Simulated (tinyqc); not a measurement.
Inside a calculation. Method: tight binding, kagome lattice. One step of it, computed by the program tinyqc.

Task: Levels at k. Diagonalise the Hermitian matrix.

H(k) at k (eV):
```
,A,B,C
A,0.000000,-2.590565+0.579060i,-0.211714-0.728724i
B,-2.590565-0.579060i,0.000000,-0.010724-0.170453i
C,-0.211714+0.728724i,-0.010724+0.170453i,0.000000
```

Give: eigenvalues; weights |c|^2 of the basis functions.

Result:

eigenvalues (eV): -2.8100  0.0900  2.7200

weights |c|^2 of the basis functions:
```
,band 1,band 2,band 3
A,0.4905,0.0028,0.5067
B,0.4565,0.0744,0.4691
C,0.0530,0.9228,0.0242
```
